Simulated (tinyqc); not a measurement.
MOS structure on a p-type body with a doping step (retrograde), non-linear Poisson equation by Newton steps: course of the Newton iteration.

One dimension, insulator interface at x = 0, acceptor density N1 for x < x1 and Na beyond, net doping C = -(acceptor density). psi is counted from the intrinsic level: n = ni exp((psi - Vb)/Vt), p = ni exp(-psi/Vt); deep in the body psi_b = -Vt ln(Na/ni). The gate acts through Cox = eps0 eox/tox and has the potential psi_G = Vg - (phiM - chi - Vt ln(Nc/ni)). Boltzmann statistics, full ionisation, classical densities, no oxide or interface charge. Acceptors in real wide-gap material are deep and only partly ionised in the neutral body.

a_i = eps0 eps_r/h_i for the interval from node i to i + 1, with h_i = x_(i+1) - x_i in cm.

Start: -Vt ln(-C_i/ni) on every node but the last, which holds psi_b.

n_i = ni exp((psi_i - Vb)/Vt), p_i = ni exp(-psi_i/Vt), rho_i = p_i - n_i + C_i, g_i = (n_i + p_i)/Vt. Box widths w_i = (h_(i-1) + h_i)/2 in cm. Residual F_i = a_i (psi_(i+1) - psi_i) - a_(i-1) (psi_i - psi_(i-1)) + q rho_i w_i; Jacobian: a_(i-1) and a_i beside the diagonal, b_i = -a_(i-1) - a_i - q g_i w_i on it. Node 0 is free: w_0 = h_0/2, F_0 = a_0 (psi_1 - psi_0) + Cox (psi_G - psi_0) + q rho_0 w_0, b_0 = -a_0 - Cox - q g_0 w_0, with Cox = eps0 eox/tox, psi_G = Vg - (phiM - chi - Vt ln(Nc/ni)). The last node is fixed.

Solve the tridiagonal system a_(i-1) d_(i-1) + b_i d_i + a_i d_(i+1) = -F_i for nodes 0 to 10, with d = 0 on fixed nodes. If the largest |d| exceeds 4 Vt, the whole step is scaled down so that it equals 4 Vt.

Stop when the largest undamped |d| is below 1e-9 V, or after 12 iterations.

Inputs (values chosen for the exercise); band and dielectric values close to those of 4H silicon carbide:
- T = 300 K (temperature)
- Eg = 3.24 eV (band gap)
- eps_r = 9.79 (relative permittivity)
- Nc = 1.69e19 cm^-3 (conduction-band density of states at T)
- Nv = 2.5e19 cm^-3 (valence-band density of states at T)
- chi = 3.56 eV (electron affinity)
- Na = 1.9e17 cm^-3 (acceptor density deep in the body)
- eox = 7.72 (relative permittivity of the gate insulator (close to silicon nitride))
- tox = 3.2 nm (insulator thickness)
- phiM = 3.64 eV (gate work function)
- Vb = 1.1 V (electron quasi-Fermi potential against the body)
- x1 = 61 nm (depth of the doping step)
- N1 = 9.5e15 cm^-3 (acceptor density above the step)
- Vg = 1.36 V (gate voltage against the body)

Constants: q = 1.602176634e-19 C, kB = 1.380649e-23 J/K, Vt = kB T/q, eps0 = 8.8541878128e-14 F/cm where lengths are in cm. Results are converted to the units shown.

| node | x (nm) | net doping C (cm^-3) |
|---|---|---|
| 0 | 0 | -9.5e15 |
| 1 | 0.5 | -9.5e15 |
| 2 | 1.39 | -9.5e15 |
| 3 | 2.96 | -9.5e15 |
| 4 | 5.76 | -9.5e15 |
| 5 | 10.7 | -9.5e15 |
| 6 | 19.5 | -9.5e15 |
| 7 | 35.1 | -9.5e15 |
| 8 | 62.9 | -1.9e17 |
| 9 | 112 | -1.9e17 |
| 10 | 199 | -1.9e17 |
| 11 | 354 | -1.9e17 |

ni = 1.25346e-8 cm^-3

Course of the iteration:

| iteration | largest \|F\| (C/cm^2) | largest \|d\| (V) | at node |
|---|---|---|---|
| 1 | 9.22e-6 | 3.87 | 0 |
| 2 | 8.97e-6 | 3.93 | 0 |
| 3 | 8.74e-6 | 3.85 | 0 |
| 4 | 8.50e-6 | 3.75 | 0 |
| 5 | 8.27e-6 | 3.65 | 0 |
| 6 | 8.03e-6 | 3.54 | 0 |
| 7 | 7.80e-6 | 3.44 | 0 |
| 8 | 7.56e-6 | 3.34 | 0 |
| 9 | 7.33e-6 | 3.24 | 0 |
| 10 | 7.10e-6 | 3.15 | 0 |
| 11 | 6.86e-6 | 3.06 | 0 |
| 12 | 6.63e-6 | 2.97 | 0 |

Did this iteration meet its convergence test, and what does its course show?

No. Not converged within 12 iterations. Every late step is cut to 4 Vt = 0.103 V while the full step still asks for 2.97 V: the cap is too tight for the distance left. A rerun with the same steps from the parabola start converges in 7 iterations.

Range of the model: On a fine mesh the surface electron density exceeds 0.3 Nc, so degeneracy and confinement would lower the charge and push it away from the interface.

Numbers from tinyqc (`OMP_NUM_THREADS=1 python tinyqc.py 2080008 2080009 out.jsonl`; about 0.5 s on one thread of a shared Intel Xeon 2.30GHz).
